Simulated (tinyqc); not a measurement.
What moves the results: standing waves and exposure in a photoresist film. A value that a table varies takes the place of the one given here.

Normal incidence from air. Unexposed resist: N1 = n1 + i k1 with k1 = (A + B) lam/(4 pi), lam in micrometres. r01 = (1 - N1)/(1 + N1), t01 = 2/(1 + N1). Below the resist lie the layer Na = na + i ka and the substrate Ns = ns + i ks: r12 = (r1a + ras x)/(1 + r1a ras x), x = exp(4 pi i Na da/lam), r1a = (N1 - Na)/(N1 + Na), ras = (Na - Ns)/(Na + Ns). With p = exp(2 pi i N1 d/lam), the field at depth z is E(z) = t01 [exp(2 pi i N1 z/lam) + r12 p^2 exp(-2 pi i N1 z/lam)]/(1 + r01 r12 p^2), the relative intensity I(z) = n1 |E(z)|^2 and the reflectance R = |(r01 + r12 p^2)/(1 + r01 r12 p^2)|^2.

Inputs chosen for the exercise (a resist on Cu, indices near tabulated ones; not measured data):

| symbol | value | unit | meaning |
|---|---|---|---|
| lam | 365 | nm | vacuum wavelength |
| n1 | 1.682 |  | resist index |
| A | 0.22 | 1/micrometre | bleachable absorption (Dill A) |
| B | 0.04 | 1/micrometre | fixed absorption (Dill B) |
| d | 712 | nm | resist thickness |
| ns | 1.266 |  | substrate n |
| ks | 1.951 |  | substrate k |
| na | 1.731 |  | n of the bottom antireflection layer |
| ka | 0.26 |  | its k |
| da | 44 | nm | its thickness |

## Swing of the coupled dose with resist thickness

The mean of I is taken over 800 depths; the relative dose to clear is taken as 1/(mean of I over the lowest period, 60 depths), scaled to 1 in the first row.

Swing:

| d (nm) | R | mean I | relative dose |
|---|---|---|---|
| 712.0 | 0.1652 | 0.8320 | 1.000 |
| 730.1 | 0.0710 | 0.9226 | 0.903 |
| 748.2 | 0.0030 | 0.9942 | 0.847 |
| 766.3 | 0.0473 | 0.9544 | 0.893 |
| 784.3 | 0.1432 | 0.8564 | 0.998 |
| 802.4 | 0.1928 | 0.7996 | 1.063 |
| 820.5 | 0.1615 | 0.8227 | 1.027 |
| 838.6 | 0.0696 | 0.9097 | 0.930 |
| 856.7 | 0.0035 | 0.9772 | 0.874 |
| 874.8 | 0.0465 | 0.9382 | 0.920 |
| 892.8 | 0.1400 | 0.8443 | 1.025 |
| 910.9 | 0.1885 | 0.7903 | 1.090 |
| 929.0 | 0.1578 | 0.8132 | 1.054 |

What can be read from the table?

The period is 108.5 nm, six rows. The relative dose swings between 0.847 and 1.090, a ratio (max - min)/mean of 0.251, against the estimate 4 sqrt(|r01|^2 |r12|^2) exp(-(A + B) d) = 0.218 for the oscillating part alone; the ratio from the table also holds the slow rise from absorption, 5.4 % over two periods, so the two are not strictly comparable. The dose is least sensitive to thickness at an extremum; the lowest dose listed is at 748.2 nm.

## Tuning the antireflection layer

da takes the values listed; the contrast is (Imax - Imin)/(Imax + Imin) over the lowest period of the resist (60 depths).

Results:

| da (nm) | \|r12\|^2 | contrast |
|---|---|---|
| 0 | 0.3153 | 0.843 |
| 10 | 0.2647 | 0.803 |
| 20 | 0.1975 | 0.732 |
| 30 | 0.1316 | 0.631 |
| 40 | 0.0808 | 0.523 |
| 50 | 0.0509 | 0.429 |
| 60 | 0.0407 | 0.389 |
| 75 | 0.0501 | 0.429 |
| 90 | 0.0666 | 0.470 |
| 110 | 0.0642 | 0.463 |
| 140 | 0.0161 | 0.241 |

What can be read from the table?

|r12|^2 starts at 0.3153 and is lowest, 0.0161, at 140 nm of those listed, where the contrast is 0.241 against 0.843. The contrast follows 2|r|/(1 + |r|^2), so even |r12|^2 = 0.01 leaves about 0.2. No listed thickness brings |r12|^2 below 0.01.

## What moves the exposure

The mean of I is over 800 depths. Each row changes one parameter from the base and keeps the others.

Results:

| case | \|r12\|^2 | R | mean I | I at the bottom |
|---|---|---|---|---|
| base | 0.0663 | 0.1652 | 0.8320 | 1.0984 |
| d = 722 nm | 0.0663 | 0.1169 | 0.8774 | 1.1590 |
| n1 = 1.699 | 0.0684 | 0.1376 | 0.8610 | 1.1458 |
| B = 0.24 1/micrometre | 0.0668 | 0.1483 | 0.7800 | 0.9620 |
| ks = 1.756 | 0.0524 | 0.1458 | 0.8340 | 1.0527 |
| da = 54 nm | 0.0447 | 0.0877 | 0.8770 | 0.9122 |
| ka = 0.338 | 0.0382 | 0.1411 | 0.8241 | 1.0258 |

What can be read from the table?

The largest shifts from the base row, up to three for each result and ties (the steps differ in size, so this ranks the rows, not the parameters). |r12|^2: ka -0.0281, da -0.0216, ks -0.0139; unchanged at the printed digits by d. R: da -0.0775, d -0.0483, n1 -0.0276. mean I: B -0.0521, d +0.0453, da +0.0450. I at the bottom: da -0.1862, B -0.1364, ka -0.0726.

Run: tinyqc, `OMP_NUM_THREADS=1 python tinyqc.py 1650882 1650883 out.jsonl`; Intel(R) Xeon(R) Processor @ 2.30GHz, one thread, shared host; about 0.01 s of CPU time with all checks.
